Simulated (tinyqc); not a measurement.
What each parameter does: temperature and isotope dependence of a band gap in oscillator models.

E(T) = E0 - sum_i sl_i th_i n_i(T), n = 1/(exp(th/T) - 1). The same coupling lowers the gap at 0 K by the zero-point term ZP = sum_i sl_i th_i/2, so the gap of the static lattice is E0 + ZP. Thermal expansion is taken as part of the slopes.

Values chosen for the exercise (near those of InP; not measured data):
- E0 = 1.435 eV (gap at 0 K)
- th = (108, 346) K (temperatures of two oscillators)
- sl = (0.0598, 0.3142) meV/K (their high-temperature slopes)
- T = 77 K (temperature)

Gap at T, slope -sum sl_i (th_i/T)^2 n_i (1 + n_i) and ZP.

One parameter was then changed.

Results before and after:
```
case,E(T) (eV),dE/dT (meV/K),ZP (meV)
base,1.4317,-0.1234,57.59
changed,1.4417,-0.1234,57.59
```

Which of these changes was made? (a) E0 = 1.445 eV; (b) th = (108, 415) K; (c) T = 117 K; (d) sl = (0.0777, 0.3142) meV/K.

Answer: (a) E0 = 1.445 eV. Of the candidates, run in turn, only this one gives the changed row.

All candidates:
```
case,E(T) (eV),dE/dT (meV/K),ZP (meV)
base,1.4317,-0.1234,57.59
T = 117 K,1.4248,-0.2146,57.59
E0 = 1.445 eV,1.4417,-0.1234,57.59
"th = (108, 415) K",1.4323,-0.0929,68.43
"sl = (0.0777, 0.3142) meV/K",1.4310,-0.1387,58.55
```

Run: tinyqc, `OMP_NUM_THREADS=1 python tinyqc.py 1850651 1850652 out.jsonl`; Intel(R) Xeon(R) Processor @ 2.30GHz, one thread, shared host; about 0.01 s of CPU time with all checks.
